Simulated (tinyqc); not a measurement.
## Permittivity and interface capacitance from two thicknesses

Question. 1/C = t/(eps0 ek) + 2/ci for planar capacitors that differ only in thickness. Find ek, ci and the EOT of the interfaces, 2 x 3.9 eps0/ci.

Constants: eps0 = 8.8541878128e-14 F/cm where lengths are in cm. Results are converted to the units shown.

C at t = 7.2 and 22 nm (uF/cm^2): [1.0749358, 0.35767555]

Solution. 1/C is a straight line in t: the slope gives ek and the intercept 2/ci. A single thickness would give only the effective permittivity; when the interfaces are a small part of 1/C, ci needs very accurate data.

ek = 8.96
ci = 88.0 uF/cm^2
EOT of the interfaces = 0.0785 nm

Program tinyqc, `OMP_NUM_THREADS=1 python tinyqc.py 2102123 2102124 out.jsonl`; Intel Xeon 2.30GHz, shared host, one thread, about 0.01 s.
